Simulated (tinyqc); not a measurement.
Worked calculation: ballistic transport through the one-dimensional subbands of a rectangular nanowire or nanosheet channel. Computed by tinyqc, a small Python program that keeps every step. Command: `OMP_NUM_THREADS=1 python tinyqc.py 3026748 3026749 out.jsonl wire walk`. One thread of a shared host (Intel(R) Xeon(R) Processor @ 2.30GHz), about 0.01 s of CPU time with the checks. Intermediate numbers are printed to about 6 digits and carried at full precision; extremes and crossings named in words are read from the listed rows.

Hard walls, parabolic subbands, transport along x. Energies are counted from the bulk conduction band edge at the top of the barrier, which the gate pulls down by U; the source Fermi level lies at the bulk edge when U = 0.

Inputs (values chosen for the exercise, modelled on silicon):

| quantity | value | unit |
|---|---|---|
| light mass m_t | 0.19 | m_0 |
| heavy mass m_l | 0.918 | m_0 |
| height a | 2.8 | nm |
| width b | 5.9 | nm |
| equivalent oxide thickness t | 0.91 | nm |
| gate voltage above flat band V_G | 0.69 | V |
| drain voltage V_D | 0.48 | V |
| temperature T | 150 | K |
| mean free path for back-scattering lambda | 39 | nm |
| channel length L | 12 | nm |

Valleys: silicon [100] wire.

Constants: hbar^2/(2 m_0) = 3.80998212 eV angstrom^2; k_B = 8.617333262e-05 eV/K; m_0 = 9.1093837015e-31 kg; k_B = 1.380649e-23 J/K; hbar = 1.054571817e-34 J s; eps_0 = 8.8541878128e-12 F/m; e = 1.602176634e-19 C; h = 6.62607015e-34 J s.

## Subbands

E_pq = (hbar^2 pi^2/2)(p^2/(m_y b^2) + q^2/(m_z a^2)); valley pairs: (m_x, m_y, m_z) = (m_t, m_t, m_l), (m_t, m_l, m_t), (m_l, m_t, m_t), each with degeneracy g = 2; the 10 lowest subbands are kept.

Subbands:

| valley axis | p | q | E (meV) | m_x (m_0) |
|---|---|---|---|---|
| z | 1 | 1 | 109.102 | 0.190 |
| y | 1 | 1 | 264.204 | 0.190 |
| z | 1 | 2 | 265.844 | 0.190 |
| z | 2 | 1 | 279.665 | 0.190 |
| y | 2 | 1 | 299.506 | 0.190 |
| x | 1 | 1 | 309.292 | 0.918 |
| y | 3 | 1 | 358.342 | 0.190 |
| z | 2 | 2 | 436.407 | 0.190 |
| y | 4 | 1 | 440.713 | 0.190 |
| x | 2 | 1 | 479.855 | 0.918 |

The second subband lies 155.1 meV, or 12.00 k_B T, above the first; the lowest belongs to the valleys with the heavy mass across the height.

## Self-consistent barrier

F_j(eta) = (1/Gamma(j + 1)) int_0^infinity x^j/(1 + exp(x - eta)) dx, F_0 = ln(1 + exp(eta)). Integrals over x = E/(k_B T) use 160 Gauss-Legendre points in u = sqrt(x) from 0 to sqrt(max(eta, 0) + 32). With degeneracy g = 2, eta_i = (U - E_i)/(k_B T) and u = e V_D/(k_B T): line density n = sum_i g sqrt(2 m_x k_B T/pi)/(2 hbar) [F_-1/2(eta_i) + F_-1/2(eta_i - u)]; gate: e n = C_ox (V_G - U/e), C_ox = 3.9 eps_0 2 (a + b)/t (flat-plate estimate); I = (2 e k_B T/h) sum_i g [F_0(eta_i) - F_0(eta_i - u)].

C_ox = 660.269 aF/micrometre

U = 303.212 meV

Occupation:

| subband | eta_i | n_i (1/nm) | I_i (microampere) |
|---|---|---|---|
| 1 | 15.0170 | 6.25187e-01 | 3.00796e+01 |
| 2 | 3.0177 | 2.66410e-01 | 6.14028e+00 |
| 3 | 2.8909 | 2.59830e-01 | 5.89882e+00 |
| 4 | 1.8216 | 1.98947e-01 | 3.94908e+00 |
| 5 | 0.2867 | 1.02901e-01 | 1.69600e+00 |
| 6 | -0.4704 | 1.38709e-01 | 9.72207e-01 |
| 7 | -4.2651 | 1.99281e-03 | 2.79471e-02 |
| 8 | -10.3045 | 4.79600e-06 | 6.70654e-05 |
| 9 | -10.6376 | 3.43719e-06 | 4.80643e-05 |
| 10 | -13.6658 | 3.65723e-07 | 2.32662e-06 |

line density n = 1.59399 1/nm

ballistic current I = 48.7640 microampere

mean velocity I/(e n) = 1.90944 1e7 cm/s

5 of the subbands lie below the source Fermi level; the lowest carries 62 % of the current with 39 % of the charge. The gate spends 44 % of V_G on moving the bands.

## Conductance, capacitance and scattering

Linear conductance G = (2 e^2/h) sum_i g f(eta_i), g = 2, f = 1/(1 + exp(-eta_i)), with the barrier frozen at the eta_i above; current per perimeter I/(2(a + b)); with scattering, transmission lambda/(lambda + L) and low-bias resistance (1 + L/lambda)/G.

open modes sum g f = 9.46229

ballistic conductance = 733.147 microsiemens

current per perimeter = 2802.53 microampere/micrometre

transmission = 0.764706

low-bias resistance with scattering = 1.78367 kiloohm

Even without scattering the wire has h/(2 e^2 M) = 1.36 kiloohm, which sits in the contacts.

## Gate sweep

Open modes are sum_i g/(1 + exp(-eta_i)). The last column is e dn/dV_G over C_ox, taken up to the next row.

Against the gate voltage:

| V_G (V) | U (meV) | n (1/nm) | I (microampere) | open modes | C_g/C_ox |
|---|---|---|---|---|---|
| -0.190 | -190.000 | 1.27850e-11 | 1.78779e-10 | 1.78508e-10 | 6.63898e-08 |
| -0.091 | -91.000 | 2.70990e-08 | 3.78939e-07 | 3.78364e-07 | 5.85545e-04 |
| 0.029 | 28.930 | 2.89596e-04 | 4.05127e-03 | 4.04104e-03 | 2.81443e-01 |
| 0.160 | 123.061 | 1.52230e-01 | 2.74884e+00 | 1.49303e+00 | 4.91916e-01 |
| 0.260 | 173.869 | 3.54952e-01 | 1.00540e+01 | 1.99096e+00 | 4.46604e-01 |
| 0.390 | 245.811 | 5.94216e-01 | 2.21899e+01 | 2.92026e+00 | 7.60816e-01 |
| 0.530 | 279.296 | 1.03317e+00 | 3.38784e+01 | 6.51871e+00 | 8.50530e-01 |
| 0.690 | 303.212 | 1.59399e+00 | 4.87640e+01 | 9.46229e+00 | 8.71377e-01 |
| 0.860 | 325.077 | 2.20446e+00 | 6.65479e+01 | 1.13479e+01 | 8.61228e-01 |
| 1.100 | 358.383 | 3.05626e+00 | 9.79647e+01 | 1.29378e+01 | - |

Between the first two rows the current rises one decade per 30 mV, against the limit ln(10) k_B T/e = 30 mV. Above threshold C_g/C_ox lies between 0.45 and 0.87: the quantum capacitance in series costs a visible part. It dips where a subband has filled past its van Hove peak and recovers when the next one opens or the drain starts to fill the band.

Checks made by the program: density of the lowest subband against a direct sum over k (relative difference 1e-09).
